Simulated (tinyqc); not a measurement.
Inside a calculation: inversion layer as a triangular well, valleys of the Ge type. Values are carried at full precision from step to step, so a last printed digit may differ when a step is redone from the rounded ones.

Four ellipsoidal valleys (eight halves) with their long axes along <111>, mass ml along the axis and mt across it. For a valley whose axis makes the angle theta with the surface normal, 1/m_z = cos^2(theta)/ml + sin^2(theta)/mt sets the confinement; in the plane the masses are m_1 = mt and m_2 = ml mt/m_z, and m_d = sqrt(m_1 m_2). The Gamma and Delta valleys are left out; the heavy Delta valleys, about 0.18 eV up, can lie lowest under strong confinement.

Constants: e^2/(4 pi eps0) = 14.39964547 eV angstrom; hbar^2/2m0 = 3.80998211 eV angstrom^2; kB = 8.617333262e-05 eV/K.

Inputs chosen for the exercise (near those of Ge; shifted at random, so the results belong to these values and not to a real crystal): ml = 1.579 m0 (longitudinal mass); mt = 0.083 m0 (transverse mass); face = 100 (surface); eps = 16.3 (dielectric constant); Ns = 3.7 x 1e12/cm^2 (electron sheet density); Nd = 1.8 x 1e12/cm^2 (depletion charge); eta = 0.5 (share of Ns in the effective field); T = 150 K (temperature); tox = 11 angstrom (SiO2-equivalent oxide thickness).

## Valley masses on the (100) face

Group the valleys by their angle to the normal, heaviest m_z first.

Valleys (masses in m0):
```
valleys g,cos^2(theta),m_z,m_1,m_2,m_d
4,0.3333,0.1213,0.0830,1.0803,0.2994
```

All valleys are equivalent on this face.

## Effective field

The field is taken as constant, e F = 4 pi (e^2/4 pi eps0)(Nd + eta Ns)/eps, with 1e12/cm^2 = 1e-4/angstrom^2, and the oxide as a hard wall at z = 0; c = hbar^2/2m0.

Find e F, and F in MV/cm (1 MV/cm = 0.01 V/angstrom).

e F = 0.00405198 eV/angstrom
F = 0.4052 MV/cm

## Subband ladders

Level j of a valley lies at E_j = a_j (c (e F)^2/m_z)^(1/3) above the band edge at the surface, with the Airy zeros a_j = 2.338107, 4.087949, 5.520560, 6.786708, 7.944134, 9.022651, 10.040174, 11.008524, 11.936016, 12.828777, and has <z> = 2 E_j/(3 e F).

The ten lowest levels of all groups of valleys together, j = 0, 1, ..., c = hbar^2/2m0; primes mark the groups with lighter m_z.

Subbands:
```
label,valleys g,m_d (m0),E (eV),<z> (angstrom)
0,4,0.2994,0.1875,30.85
1,4,0.2994,0.3278,53.93
2,4,0.2994,0.4427,72.84
3,4,0.2994,0.5442,89.54
4,4,0.2994,0.6370,104.81
5,4,0.2994,0.7235,119.04
6,4,0.2994,0.8051,132.47
7,4,0.2994,0.8828,145.24
8,4,0.2994,0.9571,157.48
9,4,0.2994,1.0287,169.26
```

The second subband is 1, 140.3 meV above the first. Levels above about 0.5 eV lie beyond parabolic valleys.

## Fermi level and populations

Subband i holds n_i = g m_d/(2 pi c) kB T ln(1 + exp((EF - E_i)/kB T)) (spin included), and EF is fixed by sum n_i = Ns over the levels listed or, where none are listed, over j = 0 to 9 of each group; 1e12/cm^2 = 1e-4/angstrom^2.

Solve for EF; c = hbar^2/2m0. The mean distance is sum n_i <z>_i/Ns.

EF = 0.1841 eV

Populations:
```
label,(EF - E)/kB T,n (1e12/cm^2),share (%)
0,-0.26,3.700,100.0
1,-11.11,0.000,0.0
2,-20.00,0.000,0.0
3,-27.86,0.000,0.0
4,-35.04,0.000,0.0
5,-41.73,0.000,0.0
6,-48.04,0.000,0.0
7,-54.05,0.000,0.0
8,-59.80,0.000,0.0
9,-65.34,0.000,0.0
```

mean distance from the surface = 30.85 angstrom

The lowest subband holds 100.0 % of the electrons and is partly degenerate (EF within a few kB T of its edge).

## Effect on the gate capacitance

The charge sits at the mean distance <z> from the surface, which adds (3.9/eps) <z> to the oxide thickness; C/Cox = tox/(tox + 3.9 <z>/eps). The density-of-states term is left out.

added thickness = 7.38 angstrom
C/Cox = 0.598

## Checks

- Lowest level by finite differences against the Airy formula, eV: both 0.1875.

(tinyqc, `OMP_NUM_THREADS=1 python tinyqc.py 1281718 1281719 out.jsonl`, Intel(R) Xeon(R) Processor @ 2.30GHz, 1 thread, shared host, about 0.04 s.)
